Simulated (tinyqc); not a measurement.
Admittance spectroscopy and thermally stimulated current of one trap level in a depletion layer: one step, computed by the program tinyqc.

A Schottky junction on n-type material holds one donor-like electron trap; shallow donors are fully ionised and abrupt depletion edges are assumed.

Question. The capacitance step. With E_c - E_F = k_B T_p ln(N_c/N): lambda = sqrt(2 eps eps_0 (E_t - (E_c - E_F))/(e^2 N)); traps are empty and charged for x < x_t = w - lambda, and V_b = e (N w^2 + N_t x_t^2)/(2 eps eps_0). High frequency: C_hf = eps eps_0/w. Low frequency: C_lf = eps eps_0 (N + N_t)/(N w + N_t x_t).

Inputs (values chosen for the exercise, modelled on n-type GaN):
```
quantity                         value    unit
dielectric constant eps           9.68       -
shallow doping N                 4e+15  1/cm^3
trap density N_t               3.6e+14  1/cm^3
trap depth E_t below the band    0.437      eV
band bending V_b                   1.1       V
```

E_c - E_F = k_B T_p ln(N_c/N) = 0.2264503 eV

Constants: eps_0 = 8.8541878128e-12 F/m; e = 1.602176634e-19 C.

Give: lambda; depletion width w; crossing point x_t; C_hf; C_lf; step (C_lf - C_hf)/C_hf; small-N_t estimate (N_t/N)(lambda/w).

Answer.

lambda = 237.31 nm

depletion width w = 535.02 nm

crossing point x_t = 297.71 nm

C_hf = 16.020 nF/cm^2

C_lf = 16.629 nF/cm^2

step (C_lf - C_hf)/C_hf = 0.038016

small-N_t estimate (N_t/N)(lambda/w) = 0.039920

Reading N_t/N straight from the step would give 0.0380 against the true 0.0900: the factor lambda/w must be known.
